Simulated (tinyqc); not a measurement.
Composition against offsets: model-solid line-up of a strained alloy layer on a substrate.

All values of the alloy are linear in x but the gap, Eg(x) = (1 - x) Eg_A + x Eg_B - C x (1 - x), and the valence edge, Ev(x) = (1 - x) Ev_A + x Ev_B + fv C x (1 - x); Ec = Ev + Eg. Ev is the top of the unstrained valence band on a scale common to all materials. In the layer only the Gamma valley of the conduction band is followed, also where an X or L valley would lie lower.

Coherent growth on a (001) face: e_par = (a_s - a)/a, e_perp = -2 (C12/C11) e_par; exx = eyy = e_par, ezz = e_perp, no shear.

Strained edges: Ec + ac tr(e); the valence edges are Ev plus the levels of the 6 x 6 matrix of X, Y, Z times spin with -Dso/3 + l exx + m (eyy + ezz) on the diagonal (cyclic), n exy off it, l = av + 2 b, m = av - b, n = sqrt(3) d. Spin-orbit term (Dso/3) L.sigma on X, Y, Z with (L_k)_ij = -i epsilon_kij: <X+|H|Y+> = -i Dso/3, <X+|H|Z-> = Dso/3, <Y+|H|Z-> = -i Dso/3, <Z+|H|X-> = -Dso/3, <Z+|H|Y-> = i Dso/3, <X-|H|Y-> = i Dso/3, and their conjugates; + and - are the spin along z.

dEc = Ec(substrate) - Ec(layer), dEv = Ev(layer) - Ev(substrate); positive values confine the carrier in the layer. Type I: both of one sign; type II: opposite signs; type III: the gaps do not overlap.

Inputs chosen for the exercise (A near GaP, B near GaAs, substrate near GaAs; shifted at random, so the results belong to these values and not to a real crystal):
- a = (5.451, 5.661) angstrom (lattice constant of A, B)
- Eg = (2.878, 1.503) eV (gap at Gamma to the s-like level of A, B)
- Dso = (0.079, 0.336) eV (spin-orbit splitting of A, B)
- Ev = (-1.28, -0.8) eV (top of the unstrained valence band of A, B)
- ac = (-8.08, -7.1) eV (conduction deformation potential of A, B)
- av = (1.7, 1.16) eV (valence hydrostatic potential of A, B)
- b = (-1.62, -2.01) eV (tetragonal shear potential of A, B)
- d = (-4.65, -4.73) eV (trigonal shear potential of A, B)
- C11 = (141.2, 123.8) GPa (of A, B)
- C12 = (62.1, 55.8) GPa (of A, B)
- C44 = (70.3, 59.3) GPa (of A, B)
- C = 0.219 eV (bowing of the gap)
- fv = 0 (share of the bowing taken by the valence edge)
- a_s = 5.661 angstrom (substrate)
- Eg_s = 1.503 eV (lowest gap of the substrate)
- Ev_s = -0.8 eV (substrate valence edge)
- face = 001 (growth face)

Each composition is strained to the same substrate.

Results:
```
x     e_par (%)  relaxed gap (eV)  strained gap (eV)  valence splitting (meV)  dEc (eV)  dEv (eV)  type
0.22       2.98             2.538              2.066                      254    -0.399    -0.164     I
0.33       2.55             2.376              1.981                      216    -0.331    -0.147     I
0.43       2.16             2.233              1.905                      182    -0.273    -0.130     I
0.54       1.74             2.081              1.825                      144    -0.212    -0.110     I
0.65       1.32             1.934              1.746                      107    -0.155    -0.088     I
0.76       0.90             1.793              1.668                       72    -0.102    -0.063     I
0.86       0.52             1.669              1.599                       41    -0.057    -0.038     I
0.97       0.11             1.538              1.523                        9    -0.012    -0.009     I
```

What can be read from this table?

The layer stays under tension over this range. The strained gap runs from 2.066 to 1.523 eV, against 2.538 to 1.538 eV for the relaxed alloy: strain takes back part of the change that the composition makes. Strains above 2 % can be kept only in layers of a few nanometres. The line-up is type I throughout, with the layer as the barrier. Offsets below about 50 meV are within the spread of parameter sets, so those rows do not settle the type. Where the alloy is indirect its X or L edge, left out, lies lower and sets the real gap and dEc.

Program tinyqc; command `OMP_NUM_THREADS=1 python tinyqc.py 1080715 1080716 out.jsonl`; about 0.02 s on one thread of a shared Intel(R) Xeon(R) Processor @ 2.30GHz.
